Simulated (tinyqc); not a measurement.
Plane-wave Kohn-Sham cycle with exchange-only LDA in a layered model solid, step by step. Computed by tinyqc, a small Python program that keeps every step. Settings: points = 16, plane-wave index or count = 3, electrons = 2, k points = 3, area = 35.0, mixing = 1.0, iteration cap = 53. Command: `OMP_NUM_THREADS=1 python tinyqc.py 24033 24034 out.jsonl` (the two numbers bound the seeds that draw the settings). One thread of a shared host (Intel(R) Xeon(R) Processor @ 2.60GHz), about 0.02 s of CPU time with the checks. Later iterations appear only in the table of the cycle.

## Iteration 1: potential

A solid whose potential varies along x alone (atomic units):
```
parameter,value
period a,15.400000
cross-section of the cell,35.000000
electrons per cell,2
grid points,16
"plane waves -n..n, n",3
k points,3
V1 in V1 cos(2 pi x/a),-0.150000
```

density at the start, on the grid x_j = j a/N (e/bohr^3): 0.00371058  0.00371058  0.00371058  0.00371058  0.00371058  0.00371058  0.00371058  0.00371058  0.00371058  0.00371058  0.00371058  0.00371058  0.00371058  0.00371058  0.00371058  0.00371058

V_H(G) = 4 pi rho(G)/G^2 for G != 0 (uniform background); v_x = -(3 rho/pi)^(1/3); V = V_ext + V_H + v_x; Fourier components f(G_m) = (1/N) sum_j f(x_j) exp(-i G_m x_j).

Potentials on the grid (hartree):
```
x,V_ext,V_H,v_x,V
0.000000,-0.150000,0.000000,-0.152454,-0.302454
0.962500,-0.138582,0.000000,-0.152454,-0.291035
1.925000,-0.106066,0.000000,-0.152454,-0.258520
2.887500,-0.057403,0.000000,-0.152454,-0.209856
3.850000,0,0.000000,-0.152454,-0.152454
4.812500,0.057403,0.000000,-0.152454,-0.095051
5.775000,0.106066,0.000000,-0.152454,-0.046388
6.737500,0.138582,0.000000,-0.152454,-0.013872
7.700000,0.150000,0.000000,-0.152454,-0.002454
8.662500,0.138582,0.000000,-0.152454,-0.013872
9.625000,0.106066,0.000000,-0.152454,-0.046388
10.587500,0.057403,0.000000,-0.152454,-0.095051
11.550000,0,0.000000,-0.152454,-0.152454
12.512500,-0.057403,0.000000,-0.152454,-0.209856
13.475000,-0.106066,0.000000,-0.152454,-0.258520
14.437500,-0.138582,0.000000,-0.152454,-0.291035
```

V(G_m), m = 0, 1, 2, ... (hartree): -0.152454  -0.075000  0.000000  0.000000  0.000000  0.000000  0.000000

## Iteration 1: Hamiltonian at one k

k = 0.000000 2 pi / a

H(m,m') = (k + G_m)^2/2 delta + V(G_m - G_m'), with V(-G) = V(G).

H (hartree), lower triangle:
```
,-3,-2,-1,+0,+1,+2,+3
-3,0.596631
-2,-0.075000,0.180473
-1,0.000000,-0.075000,-0.069222
+0,0.000000,0.000000,-0.075000,-0.152454
+1,0.000000,0.000000,0.000000,-0.075000,-0.069222
+2,0.000000,0.000000,0.000000,0.000000,-0.075000,0.180473
+3,0.000000,0.000000,0.000000,0.000000,0.000000,-0.075000,0.596631
```

## Iteration 1: levels at that k

Diagonalise the Hermitian matrix.

eigenvalues (hartree): -0.229394  -0.090617  -0.016458  0.188515  0.191290  0.609985  0.609990

## Iteration 1: new density

Motion across x is left out: the lowest 1 band(s) hold two electrons at each of the k points (j + 1/2)/nk - 1/2. Residual R = rho(out) - rho(in); rho(new) = rho(in) + 1 R. rho(out) = 2/(a A nk) sum |psi|^2 with psi = sum c exp(i G x). Harris energy E = band energy - dV sum rho (V_H/2 + v_x) + (3/4) dV sum rho v_x with rho(in), dV = a A/N, band energy = (2/nk) sum of the filled levels.

rho(out) (e/bohr^3): 0.01206197  0.01054661  0.00707896  0.00369947  0.00154933  0.00054439  0.00016992  0.00005183  0.00002621  0.00005183  0.00016992  0.00054439  0.00154933  0.00369947  0.00707896  0.01054661

density after iteration 1 (e/bohr^3): 0.01206197  0.01054661  0.00707896  0.00369947  0.00154933  0.00054439  0.00016992  0.00005183  0.00002621  0.00005183  0.00016992  0.00054439  0.00154933  0.00369947  0.00707896  0.01054661

energy per cell = -0.38195177 hartree

## Iteration 2: potential

As before.

Potentials on the grid (hartree):
```
x,V_ext,V_H,v_x,V
0.000000,-0.150000,0.459069,-0.225838,0.083232
0.962500,-0.138582,0.411990,-0.215954,0.057454
1.925000,-0.106066,0.287273,-0.189081,-0.007874
2.887500,-0.057403,0.123201,-0.152301,-0.086503
3.850000,0,-0.042002,-0.113947,-0.155949
4.812500,0.057403,-0.183173,-0.080407,-0.206177
5.775000,0.106066,-0.288086,-0.054543,-0.236563
6.737500,0.138582,-0.352018,-0.036715,-0.250151
7.700000,0.150000,-0.373440,-0.029252,-0.252693
8.662500,0.138582,-0.352018,-0.036715,-0.250151
9.625000,0.106066,-0.288086,-0.054543,-0.236563
10.587500,0.057403,-0.183173,-0.080407,-0.206177
11.550000,0,-0.042002,-0.113947,-0.155949
12.512500,-0.057403,0.123201,-0.152301,-0.086503
13.475000,-0.106066,0.287273,-0.189081,-0.007874
14.437500,-0.138582,0.411990,-0.215954,0.057454
```

V(G_m), m = 0, 1, 2, ... (hartree): -0.121312  0.082457  0.017740  0.001676  0.000470  -0.000112  0.000065

## Iteration 2: Hamiltonian at one k

k = 0.000000 2 pi / a

As before.

H (hartree), lower triangle:
```
,-3,-2,-1,+0,+1,+2,+3
-3,0.627773
-2,0.082457,0.211615
-1,0.017740,0.082457,-0.038080
+0,0.001676,0.017740,0.082457,-0.121312
+1,0.000470,0.001676,0.017740,0.082457,-0.038080
+2,-0.000112,0.000470,0.001676,0.017740,0.082457,0.211615
+3,0.000065,-0.000112,0.000470,0.001676,0.017740,0.082457,0.627773
```

## Iteration 2: levels at that k

As before.

eigenvalues (hartree): -0.199564  -0.078406  0.019437  0.216462  0.232869  0.644977  0.645528

## Iteration 2: new density

As before.

rho(out) (e/bohr^3): 0.00002667  0.00005640  0.00020837  0.00071069  0.00195668  0.00422804  0.00720984  0.00984717  0.01090814  0.00984717  0.00720984  0.00422804  0.00195668  0.00071069  0.00020837  0.00005640

density after iteration 2 (e/bohr^3): 0.00002667  0.00005640  0.00020837  0.00071069  0.00195668  0.00422804  0.00720984  0.00984717  0.01090814  0.00984717  0.00720984  0.00422804  0.00195668  0.00071069  0.00020837  0.00005640

energy per cell = -0.61675403 hartree

## Convergence

Stop when sqrt(dV sum R^2) is below 1e-8, dV = a A/N.

Course of the cycle:
```
iteration,E (hartree),norm of the residual
1,-0.38195177,9.72e-02
2,-0.61675403,1.75e-01
3,-1.03790829,1.91e-01
4,-0.72373702,1.94e-01
5,-1.06354458,1.94e-01
6,-0.72453751,1.94e-01
7,-1.06380455,1.94e-01
8,-0.72454772,1.94e-01
9,-1.06380793,1.94e-01
10,-0.72454786,1.94e-01
11,-1.06380798,1.94e-01
...,...,...
43,-1.06380798,1.94e-01
44,-0.72454787,1.94e-01
45,-1.06380798,1.94e-01
46,-0.72454787,1.94e-01
47,-1.06380798,1.94e-01
48,-0.72454787,1.94e-01
49,-1.06380798,1.94e-01
50,-0.72454787,1.94e-01
51,-1.06380798,1.94e-01
52,-0.72454787,1.94e-01
53,-1.06380798,1.94e-01
```

Not converged within 53 iterations: the residual has stopped falling: the iteration swings between two states. Reruns (cap 100 unless said): mixing 0.1: not converged; mixing 0.5, Kerker q0 1.0: converged in 70 (E = -0.25999); mixing 0.3, Pulay depth 5: converged in 15 (E = -0.25999); the original settings with a cap of 400: not converged.
